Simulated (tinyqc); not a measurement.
Worked calculation: MP2 on RHF in the sto-3g basis, for H6, spin multiplicity 1. One step of it, computed by the program tinyqc.

Question. Iteration 8 (converged): orbitals. Diagonalise F' = X^T F X, C = X C', fill 3 alpha and 3 beta electrons from the bottom; D = 2 C_occ C_occ^T. Each column has its largest component positive (the first on a tie).

converged F (hartree), lower triangle:
```
           1H 1s      2H 1s      3H 1s      4H 1s      5H 1s      6H 1s
1H 1s  -0.287713
2H 1s  -0.523901  -0.368918
3H 1s  -0.156612  -0.371411  -0.375373
4H 1s  -0.016723  -0.155796  -0.532162  -0.375373
5H 1s   0.000283  -0.023662  -0.155796  -0.371411  -0.368918
6H 1s  -0.006048   0.000283  -0.016723  -0.156612  -0.523901  -0.287713
```

X, lower triangle:
```
           1H 1s      2H 1s      3H 1s      4H 1s      5H 1s     6H 1s
1H 1s   1.161163
2H 1s  -0.382160   1.280891
3H 1s   0.065031  -0.332718   1.290877
4H 1s  -0.013875   0.069973  -0.415799   1.290877
5H 1s   0.002341  -0.010135   0.069973  -0.332718   1.280891
6H 1s  -0.000569   0.002341  -0.013875   0.065031  -0.382160  1.161163
```

Give: F' = X^T F X; orbital energies; coefficients C; D after iteration 8.

Answer.

F' = X^T F X (hartree), lower triangle:
```
         1        2        3        4        5       6
1   0.0162
2  -0.5522   0.0968
3   0.0757  -0.3858   0.1046
4   0.0027   0.0823  -0.5864   0.1046
5   0.0049  -0.0128   0.0823  -0.3858   0.0968
6  -0.0093   0.0049   0.0027   0.0757  -0.5522  0.0162
```

orbital energies (hartree): MO1 -0.6733, MO2 -0.5540, MO3 -0.3793, MO4 0.3025, MO5 0.6615, MO6 1.0776

coefficients C:
```
          MO1      MO2      MO3      MO4      MO5      MO6
1H 1s  0.1770   0.3597  -0.4278   0.6241  -0.7298   0.4827
2H 1s  0.2690   0.4087  -0.2826  -0.3803   0.8728  -0.8226
3H 1s  0.3674   0.1111   0.4359  -0.5962  -0.3062   1.0829
4H 1s  0.3674  -0.1111   0.4359   0.5962  -0.3062  -1.0829
5H 1s  0.2690  -0.4087  -0.2826   0.3803   0.8728   0.8226
6H 1s  0.1770  -0.3597  -0.4278  -0.6241  -0.7298  -0.4827
```

D after iteration 8, lower triangle:
```
         1H 1s    2H 1s    3H 1s    4H 1s   5H 1s   6H 1s
1H 1s   0.6874
2H 1s   0.6310   0.6385
3H 1s  -0.1631   0.0420   0.6746
4H 1s  -0.3228  -0.1395   0.6253   0.6746
5H 1s   0.0431  -0.0296  -0.1395   0.0420  0.6385
6H 1s   0.1700   0.0431  -0.3228  -0.1631  0.6310  0.6874
```
